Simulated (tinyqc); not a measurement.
Changing the time t: Cabrera-Mott growth of a thin oxide under its own electric field. Computed by tinyqc, a small Python program. Command: `OMP_NUM_THREADS=1 python tinyqc.py 3022981 3022982 out.jsonl cabrera sweep`. One thread of a shared host (Intel(R) Xeon(R) Processor @ 2.30GHz), about 0.04 s of CPU time with the checks.

Electrons cross the film freely and set a fixed potential V across it; the field V/x lowers the barrier for ions entering the oxide.

Inputs (values chosen for the exercise, for a model metal):
```
quantity                     value        unit
barrier W                     1.66          eV
Mott potential V              0.62           V
ion charge number z              2           -
half jump distance b             2    angstrom
prefactor u0 = N Omega nu  2.1e+12  angstrom/s
temperature T                  350           K
starting thickness x0          4.7    angstrom
```

Backward hops: ignored.

Constants: k_B = 8.617333262e-05 eV/K.

Method. u = u0 exp(-W/(k_B T)), X1 = z b V/(k_B T) with V in volts and k_B T in eV; dx/dt = u exp(X1/x). t(x) = int_(x0)^x dx / (dx/dt) by Gauss-Legendre quadrature (80 points on each side of (x0 + 2 x)/3), solved for x.

One run for each value:
```
time t (s)  thickness x (angstrom)  rate at time t (angstrom/s)  field at time t (MV/cm)
1.00e+04                     5.140                    2.329e-05                    12.06
1.00e+05                     5.824                    3.556e-06                    10.65
1.00e+06                     6.782                    4.835e-07                     9.14
1.00e+07                     8.098                    6.743e-08                     7.66
1.00e+08                     9.983                    9.917e-09                     6.21
```

Describe the trends.

Over the rows, thickness x (angstrom) rises from 5.14 to 9.98 (exponent d ln y / d ln x 0.054 between the first rows and 0.091 between the last); rate at time t (angstrom/s) falls from 2.33e-5 to 9.92e-9 (exponent d ln y / d ln x about -0.84 throughout); field at time t (MV/cm) falls from 12.1 to 6.21 (exponent d ln y / d ln x -0.054 between the first rows and -0.091 between the last).  Left out: 1.00, 10.0, 100, 1000 (no growth at this temperature).
